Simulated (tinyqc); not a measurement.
Standing waves and exposure in a photoresist film: one step. Interface coefficients. Four cases, with inputs chosen for the exercise.

Question. Form N1, r01, t01 and r12.

Normal incidence from air. Unexposed resist: N1 = n1 + i k1 with k1 = (A + B) lam/(4 pi), lam in micrometres. r01 = (1 - N1)/(1 + N1), t01 = 2/(1 + N1). Below the resist lie the layer Na = na + i ka and the substrate Ns = ns + i ks: r12 = (r1a + ras x)/(1 + r1a ras x), x = exp(4 pi i Na da/lam), r1a = (N1 - Na)/(N1 + Na), ras = (Na - Ns)/(Na + Ns). With p = exp(2 pi i N1 d/lam), the field at depth z is E(z) = t01 [exp(2 pi i N1 z/lam) + r12 p^2 exp(-2 pi i N1 z/lam)]/(1 + r01 r12 p^2), the relative intensity I(z) = n1 |E(z)|^2 and the reflectance R = |(r01 + r12 p^2)/(1 + r01 r12 p^2)|^2.

Case 1.

Values chosen (a resist on polySi, indices near tabulated ones; the results hold for these values, not for the real material): lam = 365 nm (vacuum wavelength); n1 = 1.673 (resist index); A = 0.82 1/micrometre (bleachable absorption (Dill A)); B = 0.08 1/micrometre (fixed absorption (Dill B)); d = 879 nm (resist thickness); ns = 4.922 (substrate n); ks = 2.663 (substrate k); na = 1.714 (n of the bottom antireflection layer); ka = 0.294 (its k); da = 85 nm (its thickness).

Case 2.

Values chosen (a resist on Al, indices near tabulated ones; the results hold for these values, not for the real material): lam = 193 nm (vacuum wavelength); n1 = 1.726 (resist index); A = 0.06 1/micrometre (bleachable absorption (Dill A)); B = 0.32 1/micrometre (fixed absorption (Dill B)); d = 241 nm (resist thickness); ns = 0.11 (substrate n); ks = 2.207 (substrate k); na = 1.773 (n of the bottom antireflection layer); ka = 0.307 (its k); da = 51 nm (its thickness).

Case 3.

Values chosen (a resist on Si, indices near tabulated ones; the results hold for these values, not for the real material): lam = 248 nm (vacuum wavelength); n1 = 1.733 (resist index); A = 0.11 1/micrometre (bleachable absorption (Dill A)); B = 0.73 1/micrometre (fixed absorption (Dill B)); d = 463 nm (resist thickness); ns = 1.589 (substrate n); ks = 3.606 (substrate k); na = 1.818 (n of the bottom antireflection layer); ka = 0.34 (its k); da = 73 nm (its thickness).

Case 4.

Values chosen (a resist on Cu, indices near tabulated ones; the results hold for these values, not for the real material): lam = 193 nm (vacuum wavelength); n1 = 1.687 (resist index); A = 0.07 1/micrometre (bleachable absorption (Dill A)); B = 0.92 1/micrometre (fixed absorption (Dill B)); d = 165 nm (resist thickness); ns = 0.957 (substrate n); ks = 1.366 (substrate k); na = 1.828 (n of the bottom antireflection layer); ka = 0.296 (its k); da = 69 nm (its thickness).

Give: N1; r01; t01; r12; |r12|^2.

Answer.

Case 1.

N1 = 1.67300+0.02614i
r01 = -0.2518-0.0073i
t01 = 0.7482-0.0073i
r12 = -0.1319+0.1227i
|r12|^2 = 0.0324

Next to the bottom the intensity swings by a factor ((1 + |r12|)/(1 - |r12|))^2 = 2.07 between antinode and node; without the layer |r12|^2 would be 0.3452.

Case 2.

N1 = 1.72600+0.00584i
r01 = -0.2663-0.0016i
t01 = 0.7337-0.0016i
r12 = -0.1952-0.3245i
|r12|^2 = 0.1434

Next to the bottom the intensity swings by a factor ((1 + |r12|)/(1 - |r12|))^2 = 4.92 between antinode and node; without the layer |r12|^2 would be 0.9019.

Case 3.

N1 = 1.73300+0.01658i
r01 = -0.2682-0.0044i
t01 = 0.7318-0.0044i
r12 = -0.0975-0.2579i
|r12|^2 = 0.0760

Next to the bottom the intensity swings by a factor ((1 + |r12|)/(1 - |r12|))^2 = 3.1 between antinode and node; without the layer |r12|^2 would be 0.5342.

Case 4.

N1 = 1.68700+0.01520i
r01 = -0.2557-0.0042i
t01 = 0.7443-0.0042i
r12 = 0.0520-0.0209i
|r12|^2 = 0.0031

Next to the bottom the intensity swings by a factor ((1 + |r12|)/(1 - |r12|))^2 = 1.25 between antinode and node; without the layer |r12|^2 would be 0.2649.

Computed by tinyqc, one run a case: `OMP_NUM_THREADS=1 python tinyqc.py N N+1 out.jsonl` with N = 1651826, 1652580, 1652741, 1680258; one thread of a shared Intel(R) Xeon(R) Processor @ 2.30GHz, about 0.01 s a run at most.
